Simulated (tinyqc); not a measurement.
Implant damage, amorphisation by cascade overlap, and solid-phase epitaxial regrowth: one step, computed by the program tinyqc.

Range and width of the damage are inputs. Dynamic annealing enters only through the surviving share f.

Question. Isothermal regrowth. v = v0 x orientation factor x exp(-E_a/(k_B T)) x [1 + (enhancement - 1) exp(-(z - R_d)^2/(2 s_d^2))], T = anneal temperature + 273.15 K; the dopant is taken to follow the damage profile; the lower front moves from the lower edge z2 to the surface, or to the middle (z1 + z2)/2 of a buried layer with upper edge z1; time = int dz/v; the equivalent undoped distance is that time times the undoped velocity.

Inputs (values chosen for the exercise, modelled on arsenic ions in germanium):
```
quantity                           value  unit
depth of the damage peak R_d          17    nm
width of the damage profile s_d       10    nm
regrowth prefactor v0            2.9e+16  nm/s
regrowth energy E_a                 2.16    eV
anneal temperature                   382     C
rate relative to (100)              0.33     -
peak enhancement by the dopant       6.5     -
```

lower edge = 39.71294 nm

upper edge = 0 nm

Constants: k_B = 8.617333262e-05 eV/K.

Give: undoped velocity; distance to regrow; time without enhancement; equivalent undoped distance; time with enhancement.

Answer.

undoped velocity = 0.2317 nm/s

distance to regrow = 39.71 nm

time without enhancement = 171.4 s

equivalent undoped distance = 11.26 nm

time with enhancement = 48.60 s

The rate doubles for each 12 K or so near this temperature.
